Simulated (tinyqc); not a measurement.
Changing the temperature T: carrier lifetime from Shockley-Read-Hall, radiative, Auger and surface recombination. Computed by tinyqc, a small Python program. Command: `OMP_NUM_THREADS=1 python tinyqc.py 3003133 3003134 out.jsonl lifetime sweep`. One thread of a shared host (Intel(R) Xeon(R) Processor @ 2.30GHz), about 0.01 s of CPU time with the checks.

Energies are counted from the top of the valence band. Boltzmann statistics, full ionisation, and equal excess densities of electrons and holes.

Inputs (values chosen for the exercise, with bands modelled on CdS):
```
quantity                          value        unit
gap E_g                            2.55          eV
electron mass m_e                 0.202         m_0
valleys M_c                           1           -
hole mass m_h                     0.826         m_0
doping N                        1.2e+15       cm^-3
trap level E_t                     1.25          eV
trap density N_t                1.2e+14       cm^-3
electron cross-section sigma_n  2.2e-16        cm^2
hole cross-section sigma_p      7.4e-17        cm^2
radiative coefficient B         1.1e-10      cm^3/s
Auger coefficient C_n           3.5e-31      cm^6/s
Auger coefficient C_p           6.3e-31      cm^6/s
excess density dn               8.2e+17       cm^-3
generation rate G               5.1e+18  cm^-3 s^-1
diffusion coefficient D              34      cm^2/s
surface velocity S                  360        cm/s
thickness W                          38  micrometre
```

Doping: n-type. Surface term: two equal surfaces.

Constants: m_0 = 9.1093837015e-31 kg; k_B = 1.380649e-23 J/K; h = 6.62607015e-34 J s; k_B = 8.617333262e-05 eV/K.

Method:
- N_c = 2 M_c (2 pi m_e k_B T/h^2)^(3/2) and N_v = 2 (2 pi m_h k_B T/h^2)^(3/2), masses in units of m_0.
- n_i = sqrt(N_c N_v) exp(-E_g/2 k_B T); majority density N/2 + sqrt(N^2/4 + n_i^2), minority density n_i^2 over it.
- v = sqrt(3 k_B T/m) with m_e or m_h; tau_n0 = 1/(sigma_n v_n N_t), tau_p0 = 1/(sigma_p v_p N_t); n1 = N_c exp(-(E_g - E_t)/k_B T), p1 = N_v exp(-E_t/k_B T).
- The slowest diffusion mode has x tan x = S W/(2 D) with 0 < x < pi/2 (bisection), and tau_s = W^2/(4 x^2 D). The common approximation is W/(2 S) + W^2/(pi^2 D).
- With n = n_0 + dn, p = p_0 + dn and U/dn = 1/tau: (n p - n_i^2)/dn = n_0 + p_0 + dn = s; 1/tau_SRH = s/[tau_p0 (n + n1) + tau_n0 (p + p1)]; 1/tau_rad = B s; 1/tau_Aug = (C_n n + C_p p) s; the rates add, with 1/tau_s.
- Radiative efficiency = tau_eff/tau_rad; effective diffusion length = sqrt(D tau_eff).
- dn solves dn/tau_eff(dn) = G (60 bisections in ln dn between 1e-2 and 1e22 cm^-3); the splitting of the quasi-Fermi levels is k_B T ln(n p/n_i^2).

One run for each value:
```
temperature T (K)  tau_SRH at dn (s)  quasi-Fermi splitting under G (eV)  n_i (cm^-3)  effective lifetime at dn (s)
200                        1.252e-05                               2.196    2.652e-14                     1.096e-08
250                        1.119e-05                               2.092    9.878e-08                     1.096e-08
300                        1.022e-05                               1.986    2.496e-03                     1.096e-08
350                        9.461e-06                               1.877    3.610e+00                     1.095e-08
400                        8.850e-06                               1.766    8.698e+02                     1.095e-08
450                        8.343e-06                               1.654    6.325e+04                     1.095e-08
500                        7.915e-06                               1.540    1.985e+06                     1.095e-08
```

Over the rows, tau_SRH at dn (s) falls from 1.25e-5 to 7.92e-6 (exponent d ln y / d ln x about -0.50 throughout); quasi-Fermi splitting under G (eV) falls from 2.20 to 1.54 (exponent d ln y / d ln x -0.22 between the first rows and -0.68 between the last); n_i (cm^-3) rises from 2.65e-14 to 1.98e6 (exponent d ln y / d ln x 68 between the first rows and 33 between the last).

Caution (all rows): the excess density is near an effective density of states, where Boltzmann statistics fail. Caution (all rows): beyond low injection D should be the ambipolar coefficient.

Extremes, crossings and ranges named in words are read from the listed rows.
